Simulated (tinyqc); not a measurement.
Froehlich polaron in a polar crystal. Inputs raised by 2 %, one at a time. Computed by tinyqc, a small Python program. Command: `OMP_NUM_THREADS=1 python tinyqc.py 3009072 3009073 out.jsonl frohlich sens`. One thread of a shared host (Intel(R) Xeon(R) Processor @ 2.30GHz), about 0.1 s of CPU time with the checks.

One electron in a parabolic band of mass m*, coupled to dispersionless LO phonons in the continuum model. Energies are in units of hbar omega unless marked, wave numbers in k_0 = sqrt(2 m* omega/hbar).

Inputs (values chosen for the exercise, modelled on sodium chloride):

| quantity | value | unit |
|---|---|---|
| band mass m* | 0.467 | m_0 |
| LO phonon energy hbar omega | 31.9 | meV |
| eps_inf | 2.28 | - |
| static dielectric constant eps_s | 6.06 | - |
| temperature T | 100 | K |

Constants: hbar^2/(2 m_0) = 3.80998212 eV angstrom^2; e^2/(4 pi eps_0) = 14.39964548 eV angstrom; k_B = 8.617333262e-05 eV/K; hbar = 6.582119569e-16 eV s; e = 1.602176634e-19 C; m_0 = 9.1093837015e-31 kg.

Method:
- 1/eps* = 1/eps_inf - 1/eps_s; k_0 = sqrt(2 m* omega/hbar) = sqrt(m* hbar omega / (hbar^2/(2 m_0))) with m* in m_0; alpha = (e^2/(4 pi eps_0)) k_0/(2 eps* hbar omega); polaron length 1/k_0.
- Feynman's bound: E(v, w) = 3 (v - w)^2/(4 v) - (alpha v/sqrt(pi)) int_0^infinity e^-u D(u)^(-1/2) du, D = w^2 u + ((v^2 - w^2)/v)(1 - e^(-v u)); integrals by 80 Gauss-Legendre points in s from 0 to 1 with u = 40 s^2.
- Minimise over v > w > 0 (simplex search); mass m_p/m* = 1 + (alpha v^3/(3 sqrt(pi))) int u^2 e^-u D^(-3/2) du.
- Scattering by absorption of an LO phonon: 1/tau = 2 alpha omega n, n = 1/(exp(hbar omega/(k_B T)) - 1); mu = e tau/m*, the weak-coupling result for k_B T well below hbar omega.

Runs:

| input moved | from | to | coupling constant alpha | polaron energy, Feynman (meV) | m_p/m*, Feynman | mobility (cm^2/(V s)) |
|---|---|---|---|---|---|---|
| base run | - | - | 3.8611 | -130.70 | 2.458 | 397.72 |
| band mass m* (m_0) | 0.467 | 0.47634 | 3.8995 | -132.10 | 2.491 | 386.08 |
| LO phonon energy hbar omega (meV) | 31.9 | 32.538 | 3.8230 | -131.90 | 2.427 | 424.83 |
| eps_inf | 2.28 | 2.3256 | 3.7397 | -126.29 | 2.360 | 410.63 |
| static dielectric constant eps_s | 6.06 | 6.1812 | 3.9067 | -132.37 | 2.497 | 393.07 |
| temperature T (K) | 100 | 102 | 3.8611 | -130.70 | 2.458 | 369.17 |

Exponents ln(y'/y) / ln(x'/x):

| input | coupling constant alpha | polaron energy, Feynman | m_p/m*, Feynman | mobility |
|---|---|---|---|---|
| band mass m* | 0.500 | 0.538 | 0.673 | -1.500 |
| LO phonon energy hbar omega | -0.500 | 0.462 | -0.641 | 3.330 |
| eps_inf | -1.613 | -1.733 | -2.055 | 1.613 |
| static dielectric constant eps_s | 0.594 | 0.639 | 0.795 | -0.594 |
| temperature T | 0.000 | 0.000 | 0.000 | -3.762 |

Which inputs matter most for each result?

Among the inputs moved here: coupling constant alpha answers most in size to eps_inf (exponent -1.613), next to static dielectric constant eps_s (+0.594); its exponent is below 0.0005 for temperature T. Its exponent +0.500 in band mass m*: alpha goes as sqrt(m*). Its exponent -0.500 in LO phonon energy hbar omega: alpha goes as omega^(-1/2). Polaron energy, Feynman answers most in size to eps_inf (exponent -1.733), next to static dielectric constant eps_s (+0.639); its exponent is below 0.0005 for temperature T. m_p/m*, Feynman answers most in size to eps_inf (exponent -2.055), next to static dielectric constant eps_s (+0.795); its exponent is below 0.0005 for temperature T. mobility answers most in size to temperature T (exponent -3.762), next to LO phonon energy hbar omega (+3.330). Its exponent -1.500 in band mass m*: alpha gives m*^(-1/2) and e tau/m* another 1/m*.

Caution (all rows): this mobility formula holds for weak coupling and k_B T well below hbar omega, and it leaves out all other scattering.
